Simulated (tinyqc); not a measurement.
Metal gate on a two-layer dielectric stack with fixed charge and a dipole: one step of the calculation.

Gate, layer 2, layer 1, p-type semiconductor; x runs from the gate inwards. Charges are counted in units of +q. psi is the band bending at the surface, positive towards inversion. Classical charge, Boltzmann statistics, no interface traps.

Problem. Threshold voltage. ni = sqrt(Nc Nv) exp(-Eg/(2 Vt)), Eg in volts, pB = Vt ln(Na/ni), Vth = Vfb + 2 pB + sqrt(4 q eps0 eps_r Na pB)/Cox.

Values chosen for this exercise; band and dielectric values close to those of silicon, layer 1 close to silicon dioxide, layer 2 close to hafnium oxide: temperature T = 300 K; band gap Eg = 1.11 eV; relative permittivity eps_r = 11.8; conduction-band density of states at T Nc = 2.81e19 cm^-3; valence-band density of states at T Nv = 2.62e19 cm^-3; acceptor density Na = 1.8e17 cm^-3.

Constants: q = 1.602176634e-19 C, kB = 1.380649e-23 J/K, Vt = kB T/q, eps0 = 8.8541878128e-14 F/cm where lengths are in cm. Results are converted to the units shown.

Vfb = -0.26649316 V
Cox = 1.7497306 uF/cm^2

Give: ni; pB; depletion charge; Vth.

Solution.

ni = 1.288e10 cm^-3
pB = 0.4253 V
depletion charge = 0.2264 uC/cm^2
Vth = 0.7136 V

Numbers from tinyqc (`OMP_NUM_THREADS=1 python tinyqc.py 2010092 2010093 out.jsonl`; about 0.01 s on one thread of a shared Intel Xeon 2.30GHz).
